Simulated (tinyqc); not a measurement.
Pariser-Parr-Pople SCF with singles CI, for the molecule C=C1C=CC=CC=C1 (SMILES; centres numbered as the heavy atoms are written), step by step. One step of it, computed by the program tinyqc.

Problem. Iteration 1: orbitals and new P. Diagonalise F (the basis is taken as orthonormal) and form P = 2 sum c c over the lowest orbitals; 0.5 of the old P is kept.

F (eV), lower triangle:
```
,1C,2C,3C,4C,5C,6C,7C,8C
1C,-4.901994
2C,-4.411626,-5.280845
3C,0.328387,-3.592727,-5.702485
4C,0.439838,-0.079869,-4.435316,-6.058209
5C,-0.259379,0.157141,-0.116630,-3.823679,-6.174038
6C,-0.259379,0.157141,0.528549,-0.099788,-4.361388,-6.174038
7C,0.439838,-0.079869,0.171619,0.202085,-0.099788,-3.823679,-6.058209
8C,0.328387,-3.592727,-0.459635,0.171619,0.528549,-0.116630,-4.435316,-5.702485
```

pi electrons, sum of z_r less the charge = 8

P at the start, lower triangle:
```
,1C,2C,3C,4C,5C,6C,7C,8C
1C,1.310592
2C,0.756379,0.976279
3C,-0.167157,0.449980,0.942181
4C,-0.306399,0.042344,0.765300,0.961652
5C,0.209500,-0.096898,0.061815,0.536328,0.952731
6C,0.209500,-0.096898,-0.325870,0.052894,0.737583,0.952731
7C,-0.306399,0.042344,-0.105819,-0.124616,0.052894,0.536328,0.961652
8C,-0.167157,0.449980,0.243598,-0.105819,-0.325870,0.061815,0.765300,0.942181
```

Give: orbital energies; P after iteration 1.

Solution.

orbital energies (eV): -13.843  -11.739  -11.492  -7.639  -2.817  -1.617  0.993  2.102

P after iteration 1, lower triangle:
```
,1C,2C,3C,4C,5C,6C,7C,8C
1C,1.217
2C,0.788,1.003
3C,-0.147,0.425,0.937
4C,-0.312,0.022,0.781,0.985
5C,0.203,-0.077,0.053,0.517,0.968
6C,0.203,-0.077,-0.330,0.033,0.755,0.968
7C,-0.312,0.022,-0.088,-0.113,0.033,0.517,0.985
8C,-0.147,0.425,0.249,-0.088,-0.330,0.053,0.781,0.937
```
